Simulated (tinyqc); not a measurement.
Against doping: dopants and charged point defects at anneal temperature: Fermi-level effect, clustering and pairing. Computed by tinyqc, a small Python program. Command: `OMP_NUM_THREADS=1 python tinyqc.py 3023151 3023152 out.jsonl pairing walk`. One thread of a shared host (Intel(R) Xeon(R) Processor @ 2.30GHz), about 0.03 s of CPU time with the checks.

Boltzmann statistics and full ionisation of active dopants. Energies are counted from the valence band; the defect (a vacancy or self-interstitial) has five charge states, with all degeneracy factors one.

Inputs (values chosen for the exercise, with bands modelled on silicon):
```
quantity                                         value   unit
gap at 0 K E_g0                                   1.19     eV
Varshni alpha                                 0.000458   eV/K
Varshni beta                                       640      K
electron mass m_e                                0.321    m_0
valleys M_c                                          6      -
hole mass m_h                                    0.803    m_0
anneal temperature T                               920      K
total dopant density N                         2.9e+20  cm^-3
formation enthalpy of the neutral defect H_f      3.24     eV
formation entropy S_f                              7.3    k_B
site density N_s                               4.4e+22  cm^-3
dopant atoms per cluster k                           4      -
cluster binding energy E_b                        2.38     eV
```

Dopant: acceptor. Second part: clustering of the dopant.

defect levels as fractions of E_g(T): (2+/+), (+/0), (0/-), (-/2-): 0.14  0.28  0.36  0.86

Constants: m_0 = 9.1093837015e-31 kg; k_B = 1.380649e-23 J/K; h = 6.62607015e-34 J s; k_B = 8.617333262e-05 eV/K.

Method:
- E_g = E_g0 - alpha T^2/(T + beta).
- N_c = 2 M_c (2 pi m_e k_B T/h^2)^(3/2) and N_v = 2 (2 pi m_h k_B T/h^2)^(3/2), masses in units of m_0.
- n_i = sqrt(N_c N_v) exp(-E_g/2 k_B T); E_i = E_g/2 + (k_B T/2) ln(N_v/N_c).
- p = A/2 + sqrt(A^2/4 + n_i^2) for an active density A.
- k ionised dopants and k carriers form one neutral cluster: C = N_s (A/N_s)^k (p/N_b)^k exp(E_b/k_B T), N_b the effective density of states of the majority band, and N = A + k C (60 bisections in ln A between ln N - 90 and ln N).
- chi = n/n_i (for acceptors n_i/p); E_F = E_i + k_B T ln chi; field enhancement h = 1 + A/sqrt(A^2 + 4 n_i^2).
- C_0 = N_s exp(S_f/k_B) exp(-H_f/k_B T). Ratios to the neutral state at E_F = E_i: r_+ = exp((E(+/0) - E_i)/k_B T), r_2+ = r_+ exp((E(2+/+) - E_i)/k_B T), r_- = exp((E_i - E(0/-))/k_B T), r_2- = r_- exp((E_i - E(-/2-))/k_B T); at other E_F state q scales as chi^(-q). The enhancement is sum r_q chi^(-q)/sum r_q. The charge on the defects is left out of neutrality.
- chi = n/n_i; h = 1 + A/sqrt(A^2 + 4 n_i^2); the dopant diffusivity over its intrinsic value is D/D_i = enhancement x h x A/N, if every charge state carries the dopant equally well.

E_g = 0.941506 eV

k_B T = 0.0792795 eV

n_i = 3.14970e+17 cm^-3

E_i = 0.454247 eV

effective density of states N_b of the majority band = 9.69717e+19 cm^-3

neutral defects C_0 = 1.16150e+08 cm^-3

Charge states:
```
state      ratio r  intrinsic (cm^-3)  doped (cm^-3)
2+     1.54680e-03        1.79661e+05    8.40477e+08
+      9.03127e-02        1.04898e+07    7.17469e+08
0      1.00000e+00        1.16150e+08    1.16150e+08
-      4.28198e+00        4.97351e+08    7.27155e+06
2-     4.83610e-02        5.61712e+06    1.20072e+03
```

Trend at the anneal temperature:
```
N (cm^-3)  active A (cm^-3)      chi  defect enhancement  mean charge   D/D_i
9.40e+15         9.4000e+15  0.98519              0.9883      -0.7870  1.0030
3.70e+16         3.7000e+16  0.94299              0.9550      -0.7772  1.0110
1.50e+17         1.5000e+17  0.78984              0.8353      -0.7337  1.0288
5.90e+17         5.9000e+17  0.43352              0.5684      -0.5353  0.9569
2.30e+18         2.3000e+18  0.13447              0.4304       0.1136  0.8456
9.30e+18         9.0403e+18  0.03480              0.9261       0.9959  1.7984
3.70e+19         1.5690e+19  0.02007              1.7388       1.2832  1.4742
1.50e+20         1.9678e+19  0.01600              2.3519       1.3845  0.6169
5.80e+20         2.3593e+19  0.01335              3.0440       1.4585  0.2476
```

Well below n_i = 3.15e17 cm^-3 chi and the enhancement are near 1. At any doping d ln(enhancement)/d ln chi equals minus the mean charge, which goes from -0.79 to +1.46 over the rows. The defect density first falls, because doping removes the states with the sign of the ionised dopant before it feeds the opposite ones. Clustering bends A over: its exponent in N falls to 0.13, towards 1/(2k) = 0.125, and D/D_i peaks at N = 9.3e18 cm^-3.

Extremes, crossings and ranges named in words are read from the listed rows.
